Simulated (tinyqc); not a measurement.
One anharmonic mode: perturbation theory, self-consistent phonons and exact levels. Inputs raised by 5 %, one at a time. Computed by tinyqc, a small Python program. Command: `OMP_NUM_THREADS=1 python tinyqc.py 3016570 3016571 out.jsonl scp sens`. One thread of a shared host (Intel(R) Xeon(R) Processor @ 2.30GHz), about 0.1 s of CPU time with the checks.

V(x) = k x^2/2 + b x^4 for one coordinate x of mass M. A constant K > 0 gives hbar Omega = sqrt((hbar^2/u) K/M) with K in eV/angstrom^2 and M in u.

Inputs (values chosen for the exercise, for a model mode):
```
quantity              value           unit
mode mass M            39.4              u
harmonic constant k  -0.937  eV/angstrom^2
quartic constant b     8.32  eV/angstrom^4
temperature T           210              K
mixing                  0.2              -
```

Shape: double well.

Constants: hbar^2/u = 4.18015928e-03 eV angstrom^2; k_B = 8.617333262e-05 eV/K.

Method:
- Self-consistent phonon, centred at x = 0: K = k + 12 b <x^2>, <x^2> = (hbar Omega/(2K)) coth(hbar Omega/(2 k_B T)).
- Start at K = |k|; K(new) = K + mixing x (K_out - K), but at least K/20; stop when |K_out - K| < 1e-9 |k| or after 90 steps.
- Its free energy is F = k_B T ln[2 sinh(hbar Omega/(2 k_B T))] + (k - K)<x^2>/2 + 3 b <x^2>^2, an upper bound to the exact one.
- Basis: oscillator states n of the constant |k|, with x = s (a + a+), s^2 = hbar Omega/(2|k|); H = hbar Omega (n + 1/2) + (k - |k|) x^2/2 + b x^4, with exact matrix elements of x^2 and x^4.
- Exact values use 120 basis states: F = -k_B T ln sum exp(-E_n/(k_B T)), and <x^2> is the Boltzmann mean.

Runs; columns: (1) input moved; (2) from; (3) to; (4) self-consistent quantum (meV); (5) self-consistent <x^2> (angstrom^2); (6) E_1 - E_0 (meV); (7) exact <x^2> (angstrom^2):
```
(1)                                     (2)       (3)    (4)      (5)    (6)      (7)
base run                                  -         -  10.15  0.01911  2.718  0.02647
mode mass M (u)                        39.4     41.37   9.90  0.01911  2.552  0.02648
harmonic constant k (eV/angstrom^2)  -0.937  -0.98385  10.07  0.01942  2.471  0.02721
quartic constant b (eV/angstrom^4)     8.32     8.736  10.32  0.01851  2.926  0.02548
temperature T (K)                       210     220.5  10.31  0.01942  2.718  0.02678
```

Exponents ln(y'/y) / ln(x'/x):
```
input                self-consistent quantum  self-consistent <x^2>  E_1 - E_0  exact <x^2>
mode mass M                           -0.508                 -0.008     -1.291        0.009
harmonic constant k                   -0.169                  0.330     -1.947        0.565
quartic constant b                     0.336                 -0.655      1.513       -0.776
temperature T                          0.319                  0.328      0.000        0.242
```

To which inputs is each result most sensitive?

Among the inputs moved here: self-consistent quantum answers most in size to mode mass M (exponent -0.508), next to quartic constant b (+0.336). Its exponent -0.508 in mode mass M: the harmonic or classical law. Self-consistent <x^2> answers most in size to quartic constant b (exponent -0.655), next to harmonic constant k (+0.330). E_1 - E_0 answers most in size to harmonic constant k (exponent -1.947), next to quartic constant b (+1.513); its exponent is below 0.0005 for temperature T. exact <x^2> answers most in size to quartic constant b (exponent -0.776), next to harmonic constant k (+0.565).
